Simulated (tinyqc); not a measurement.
Ferroelectric hysteresis, discrete Preisach model: which history is remembered.

16 bistable elements (j, k) switch to +1 when V reaches u_j and to -1 when V falls to -u_k, and keep their state between. P = Ps sum w_jk s_jk. All elements start at -1. No time dependence and no dielectric part.

w_jk is proportional to exp[-(a_j^2 + a_k^2 - 2 cr a_j a_k)/(2 (1 - cr^2))], a_j = (u_j - Vc)/sg, and the weights sum to one. Each row applies its voltages in turn to the starting state.

Inputs (values chosen for the exercise):
- Ps = 37 uC/cm^2 (saturation polarisation)
- Vc = 1.1 V (mean coercive voltage)
- sg = 0.62 V (spread of the switching voltages)
- up = [0.25, 0.75, 1.25, 1.75] V (list of the u_j)
- cr = 0.8 (correlation of up and down voltages)

Final polarisation:

|  | P (uC/cm^2) |
|---|---|
| +1.5 V | 23.04 |
| +1, -0.5, +1.5 V | 23.04 |
| +1.5, -1 V | -9.66 |
| +1.5, -0.5, +0.5, -1 V | -9.66 |
| +2, -1, +1 V | 29.41 |
| +1 V | -3.72 |

What do the numbers show?

Rows 1 and 2 agree, and so do rows 3 and 4: a larger excursion wipes out the smaller ones before it. Rows 5 and 6 end at the same voltage yet differ by 33.1 uC/cm^2, because row 5 keeps elements set by the earlier full write that the negative pulse did not reach.

Computed by the program tinyqc: `OMP_NUM_THREADS=1 python tinyqc.py 2860065 2860066 out.jsonl`, one thread of a shared Intel Xeon 2.30GHz, about 0.01 s for the whole run.
